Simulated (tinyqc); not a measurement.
Two electrons on one impurity (helium-like model), step by step. Values are carried at full precision from step to step, so a last printed digit may differ when a step is redone from the rounded ones.

Units Ha* = 2 Ry m/eps^2 and a* = a0 eps/m. One electron is bound by Z^2/2. Two electrons in the singlet built from exp(-a r) and exp(-b r): S = 8 (ab)^(3/2)/(a + b)^3, h_aa = a^2/2 - Z a, h_bb alike, h_ab = S (ab/2 - Z (a + b)/2), J = ab (a^2 + 3ab + b^2)/(a + b)^3, K = 20 (ab)^3/(a + b)^5, E = (h_aa + h_bb + 2 S h_ab + J + K)/(1 + S^2). For a = b this is a^2 - 2 Z a + 5a/8. Real double donors are deeper, since the central cell is left out.

Constants: Ry = 13.60569312 eV; a0 (Bohr radius) = 0.5291772105 angstrom.

Values chosen for the exercise (near those of impurities in Ge; the results hold for these values, not for the real material): m = 0.163 m0 (one mean mass); eps = 16.4 (dielectric constant); Z = 1 (effective charge (1: D- centre, 2: double donor; other values mimic a central cell)); ab = (0.94, 0.33) 1/a* (trial exponents a, b).

## Units and equal orbitals

Give Ha*, a*, the best common exponent Z - 5/16, E = -(Z - 5/16)^2, and the binding of the second electron -Z^2/2 - E.

Ha* = 16.491 meV
a* = 53.24 angstrom
exponent = 0.6875
E with equal orbitals = -0.47266 Ha*
binding of the second electron = -0.45 meV

With equal orbitals the second electron is not bound; this is a fault of the trial function, since unequal orbitals do bind it.

## Unequal orbitals

Evaluate the integrals and E.

S, h_aa, h_bb, h_ab, J, K: 0.67475  -0.49820  -0.27555  -0.32381  0.29123  0.18069

E = -0.50768 Ha*

This lies 0.0350 Ha* below the best equal-orbital value -(Z - 5/16)^2.

## The minimum over a and b

Give a, b, E, both binding energies and U, their difference.

a, b (1/a*): 1.039  0.283

E = -0.51330 Ha*

binding of the first and second electron (meV): 8.25  0.22

U = 8.03 meV

Letting one electron stay close and the other roam (decay lengths 51 and 188 angstrom) gains 0.67 meV. The exact value for Z = 1 is -0.52775, a binding of 0.46 meV, so this function recovers 48 % of it.

## Checks

- Minimum for Z = 1 against the known -0.51330: both -0.51330.
- Minimum for Z = 2 against the known -2.87566: both -2.87566.

(tinyqc, `OMP_NUM_THREADS=1 python tinyqc.py 1281647 1281648 out.jsonl`, Intel(R) Xeon(R) Processor @ 2.30GHz, 1 thread, shared host, about 0.04 s.)
